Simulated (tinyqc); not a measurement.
# Chemical vapour deposition: Grove model, boundary layer, depletion and step coverage, step by step

A worked calculation. Computed by tinyqc, a small Python program that keeps every step. Command: `OMP_NUM_THREADS=1 python tinyqc.py 3019887 3019888 out.jsonl cvd walk`. One thread of a shared host (Intel(R) Xeon(R) Processor @ 2.30GHz), about 0.01 s of CPU time with the checks. Intermediate numbers are printed to about 6 digits and carried at full precision; extremes and crossings named in words are read from the listed rows.

A precursor diffuses to the surface and reacts there at first order; each molecule that reacts adds one formula unit of film.

Inputs (values chosen for the exercise, close to those used for silicon dioxide from an alkoxysilane):
```
quantity                                            value                unit
prefactor k0 of k_s                               1.4e+10                cm/s
activation energy E                                  1.94                  eV
temperature T                                         650                   C
total pressure p                                       39                torr
mole fraction of the precursor Y                   0.0049                   -
gas diffusivity D0 at 273.15 K and 760 torr          0.28              cm^2/s
film density N                                    2.2e+22  formula units/cm^3
precursor mass M                                      208                   u
trench width w                                       0.93                  um
aspect ratio of the trench                            5.2                   -
gas velocity U                                         71                cm/s
kinematic viscosity nu0 at 273.15 K and 760 torr     0.19              cm^2/s
susceptor length L                                     56                  cm
channel height b                                      4.4                  cm
```

Reactor: horizontal, reduced pressure.

Constants: k_B = 1.380649e-23 J/K; u = 1.6605390666e-27 kg; k_B = 8.617333262e-05 eV/K.

## Gas-phase and surface constants

k_s = k0 exp(-E/(k_B T)); C_g = Y p/(k_B T), 1 torr = 133.322 Pa; D = D0 (T/273.15)^1.75 (760/p). Temperatures in kelvin are T(C) + 273.15. Mean speed c = sqrt(8 k_B T/(pi M)); reactive sticking probability beta = 4 k_s/c.

surface rate constant k_s = 0.358949 cm/s

precursor density C_g = 1.99897e+15 1/cm^3

gas diffusivity D = 45.9654 cm^2/s

mean speed c = 30654.3 cm/s

sticking probability beta = 4.68383e-05

## Boundary layer

nu = nu0 (T/273.15)^1.75 (760/p); Re = U L/nu; mean boundary layer delta = (2/3) L/sqrt(Re), at most b/2; h_g = D/delta.

Reynolds number Re = 127.473

boundary layer delta = 2.2 cm

mass-transfer coefficient h_g = 20.8934 cm/s

Caution: the boundary layer is capped at b/2, so U, L and nu no longer affect h_g.

## Growth rate at the inlet

Fluxes in series: C_s = C_g/(1 + k_s/h_g); growth rate G = k_s h_g/(k_s + h_g) C_g/N; 1 cm/s = 6e8 nm/min.

ratio k_s/h_g = 0.0171800

C_s/C_g = 0.983110

growth rate G at the inlet = 19.2385 nm/min

The surface reaction limits the rate, so temperature must be uniform.

## Depletion along the susceptor

Plug flow: U b dC/dx = -k_eff C with k_eff = k_s h_g/(k_s + h_g), so C falls as exp(-k_eff x/(U b)); the used share of the precursor is 1 - C(L)/C(0).

k_eff = 0.352886 cm/s

depletion length = 885.271 cm

rate at the outlet over rate at the inlet = 0.938702

rate at the outlet = 18.0592 nm/min

6.1 % of the precursor is used.

## Reaction control against transport control

The formulas are those given above.

Rates:
```
T (C)   k_s (cm/s)  h_g (cm/s)   G (nm/min)  reaction limit (nm/min)  transport limit (nm/min)
450    4.22549e-04     13.6280  2.94065e-02              2.94074e-02                    948.44
500    3.16401e-03     15.3195  2.05917e-01              2.05960e-01                    997.21
550    1.85515e-02     17.0951  1.13302e+00              1.13425e+00                   1045.20
600    8.88270e-02     18.9534  5.09605e+00              5.11993e+00                   1092.46
650    3.58949e-01     20.8934  1.92385e+01              1.95690e+01                   1139.05
700    1.25660e+00     22.9138  6.16083e+01              6.49870e+01                   1185.02
750    3.89205e+00     25.0136  1.65669e+02              1.91446e+02                   1230.39
800    1.08494e+01     27.1918  3.63696e+02              5.08809e+02                   1275.22
850    2.76055e+01     29.4475  6.38463e+02              1.23699e+03                   1319.53
```

The apparent activation energy of G is 1.88 eV between the first rows and 1.17 eV between the last, against E = 1.94 eV. k_s stays below h_g, but mixed control begins at the hot end, which lowers the slope there. In the reaction limit the slope is E - k_B T, because C_g falls as 1/T; any further lowering comes from transport.

## Step coverage in a trench

In a long trench of width w and depth l = aspect ratio x w: Knudsen diffusivity D_K = (2w) c/3 (hydraulic diameter 2w), combined as 1/D_e = 1/D_K + 1/D; D_e d2C/dz2 = 2 k_s C/w with D_e dC/dz = -k_s C at the floor. With m = sqrt(2 k_s/(w D_e)): C(floor)/C(top) = 1/[cosh(m l) + (k_s/(D_e m)) sinh(m l)].

Knudsen diffusivity D_K = 1.90057 cm^2/s

effective diffusivity D_e = 1.82510 cm^2/s

modulus m l = 0.0314509

step coverage = 0.999411

Wall collisions limit transport in the trench; then m l = aspect ratio x sqrt(3 beta)/2, 0.0308, whatever the width. Coverage is nearly conformal. Caution: the hydraulic-diameter form of D_K is rough for a slit.

Checks made by the program: step coverage against a numerical boundary-value solution (relative difference below 1e-10).
